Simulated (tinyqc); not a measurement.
Inside a calculation. Method: RKS/exchange-only LDA in the sto-3g basis, for BeH2, spin multiplicity 1. One step of it, computed by the program tinyqc.

Problem. Iteration 2: building the Kohn-Sham matrix. J_ij = sum D_kl (ij|kl); F = H + J + V_xc; E = tr D H + tr D J / 2 + E_xc + E_nn.

D after iteration 1, lower triangle:
```
            1Be 1s    1Be 2s   1Be 2px    1Be 2py   1Be 2pz     2H 1s     3H 1s
1Be 1s    1.978617
1Be 2s    0.042793  0.175844
1Be 2px   0.000000  0.000000  0.000000
1Be 2py   0.000000  0.000000  0.000000   0.145272
1Be 2pz   0.000000  0.000000  0.000000   0.000000  0.000000
2H 1s    -0.209648  0.329870  0.000000   0.306905  0.000000  1.309895
3H 1s    -0.209648  0.329870  0.000000  -0.306905  0.000000  0.013143  1.309895
```

core Hamiltonian H = T + V (hartree), lower triangle:
```
            1Be 1s     1Be 2s    1Be 2px    1Be 2py    1Be 2pz      2H 1s      3H 1s
1Be 1s   -8.566624
1Be 2s   -2.113792  -2.773839
1Be 2px   0.000000   0.000000  -2.241113
1Be 2py   0.000000   0.000000   0.000000  -2.435563
1Be 2pz   0.000000   0.000000   0.000000   0.000000  -2.241113
2H 1s    -0.392149  -1.042972   0.000000  -1.139435   0.000000  -2.035118
3H 1s    -0.392149  -1.042972   0.000000   1.139435   0.000000  -0.063597  -2.035118
```

Two-electron integrals (ij|kl) in chemists' order, unique and non-zero (hartree):
```
(11|11) 2.298831    (21|11) 0.392036    (21|21) 0.079539    (22|11) 0.570988
(22|21) 0.143041    (22|22) 0.417683    (31|31) 0.014607    (32|31) 0.021888
(32|32) 0.092265    (33|11) 0.569578    (33|21) 0.143083    (33|22) 0.417589
(33|33) 0.449859    (41|41) 0.014607    (42|41) 0.021888    (42|42) 0.092265
(43|43) 0.024249    (44|11) 0.569578    (44|21) 0.143083    (44|22) 0.417589
(44|33) 0.401360    (44|44) 0.449859    (51|51) 0.014607    (52|51) 0.021888
(52|52) 0.092265    (53|53) 0.024249    (54|54) 0.024249    (55|11) 0.569578
(55|21) 0.143083    (55|22) 0.417589    (55|33) 0.401360    (55|44) 0.401360
(55|55) 0.449859    (61|11) 0.070860    (61|21) 0.014369    (61|22) 0.026065
(61|33) 0.025883    (61|41) 0.001267    (61|42) 0.002396    (61|44) 0.026442
(61|55) 0.025883    (61|61) 0.002721    (62|11) 0.180174    (62|21) 0.045841
(62|22) 0.146911    (62|33) 0.141242    (62|41) 0.005986    (62|42) 0.037473
(62|44) 0.158116    (62|55) 0.141242    (62|61) 0.009163    (62|62) 0.078480
(63|31) 0.004099    (63|32) 0.019455    (63|43) 0.006401    (63|63) 0.006984
(64|11) 0.196431    (64|21) 0.050568    (64|22) 0.169852    (64|33) 0.159796
(64|41) 0.009679    (64|42) 0.058150    (64|44) 0.189791    (64|55) 0.159796
(64|61) 0.010536    (64|62) 0.102960    (64|64) 0.139096    (65|51) 0.004099
(65|52) 0.019455    (65|54) 0.006401    (65|65) 0.006984    (66|11) 0.348150
(66|21) 0.090137    (66|22) 0.324351    (66|33) 0.301006    (66|41) 0.013460
(66|42) 0.109941    (66|44) 0.370769    (66|55) 0.301006    (66|61) 0.018430
(66|62) 0.222339    (66|64) 0.309034    (66|66) 0.774606    (71|11) 0.070860
(71|21) 0.014369    (71|22) 0.026065    (71|33) 0.025883    (71|41) -0.001267
(71|42) -0.002396   (71|44) 0.026442    (71|55) 0.025883    (71|61) 0.002486
(71|62) 0.007733    (71|64) 0.008244    (71|66) 0.015059    (71|71) 0.002721
(72|11) 0.180174    (72|21) 0.045841    (72|22) 0.146911    (72|33) 0.141242
(72|41) -0.005986   (72|42) -0.037473   (72|44) 0.158116    (72|55) 0.141242
(72|61) 0.007733    (72|62) 0.039710    (72|64) 0.042197    (72|66) 0.082669
(72|71) 0.009163    (72|72) 0.078480    (73|31) 0.004099    (73|32) 0.019455
(73|43) -0.006401   (73|63) 0.002743    (73|73) 0.006984    (74|11) -0.196431
(74|21) -0.050568   (74|22) -0.169852   (74|33) -0.159796   (74|41) 0.009679
(74|42) 0.058150    (74|44) -0.189791   (74|55) -0.159796   (74|61) -0.008244
(74|62) -0.042197   (74|64) -0.043544   (74|66) -0.087333   (74|71) -0.010536
(74|72) -0.102960   (74|74) 0.139096    (75|51) 0.004099    (75|52) 0.019455
(75|54) -0.006401   (75|65) 0.002743    (75|75) 0.006984    (76|11) 0.010739
(76|21) 0.002658    (76|22) 0.007530    (76|33) 0.007424    (76|44) 0.007740
(76|55) 0.007424    (76|61) 0.000486    (76|62) 0.002717    (76|64) 0.003185
(76|66) 0.006148    (76|71) 0.000486    (76|72) 0.002717    (76|74) -0.003185
(76|76) 0.000138    (77|11) 0.348150    (77|21) 0.090137    (77|22) 0.324351
(77|33) 0.301006    (77|41) -0.013460   (77|42) -0.109941   (77|44) 0.370769
(77|55) 0.301006    (77|61) 0.015059    (77|62) 0.082669    (77|64) 0.087333
(77|66) 0.174868    (77|71) 0.018430    (77|72) 0.222339    (77|74) -0.309034
(77|76) 0.006148    (77|77) 0.774606
```

nuclear repulsion = 2.97290568 hartree

V_xc (hartree), lower triangle:
```
            1Be 1s     1Be 2s    1Be 2px    1Be 2py    1Be 2pz      2H 1s      3H 1s
1Be 1s   -1.314915
1Be 2s   -0.185115  -0.238774
1Be 2px   0.000000   0.000000  -0.203641
1Be 2py   0.000000   0.000000   0.000000  -0.303364
1Be 2pz   0.000000   0.000000   0.000000   0.000000  -0.203641
2H 1s    -0.033932  -0.121106   0.000000  -0.161069   0.000000  -0.417655
3H 1s    -0.033932  -0.121106   0.000000   0.161069   0.000000  -0.005079  -0.417655
```

E_xc = sum of w rho eps_xc = -3.09524167 hartree

Give: Coulomb J; Kohn-Sham matrix F; total energy of this density.

Solution.

Coulomb J (hartree), lower triangle:
```
         1Be 1s  1Be 2s  1Be 2px  1Be 2py  1Be 2pz   2H 1s   3H 1s
1Be 1s   6.0970
1Be 2s   1.1752  2.5066
1Be 2px  0.0000  0.0000   2.4206
1Be 2py  0.0000  0.0000   0.0000   2.6690
1Be 2pz  0.0000  0.0000   0.0000   0.0000   2.4206
2H 1s    0.2142  0.9688   0.0000   1.1697   0.0000  2.4818
3H 1s    0.2142  0.9688   0.0000  -1.1697   0.0000  0.0471  2.4818
```

Kohn-Sham matrix F (hartree), lower triangle:
```
          1Be 1s   1Be 2s  1Be 2px  1Be 2py  1Be 2pz    2H 1s   3H 1s
1Be 1s   -3.7845
1Be 2s   -1.1237  -0.5061
1Be 2px   0.0000   0.0000  -0.0242
1Be 2py   0.0000   0.0000   0.0000  -0.0699
1Be 2pz   0.0000   0.0000   0.0000   0.0000  -0.0242
2H 1s    -0.2119  -0.1953   0.0000  -0.1308   0.0000   0.0290
3H 1s    -0.2119  -0.1953   0.0000   0.1308   0.0000  -0.0216  0.0290
```

total energy of this density = -14.859041 hartree
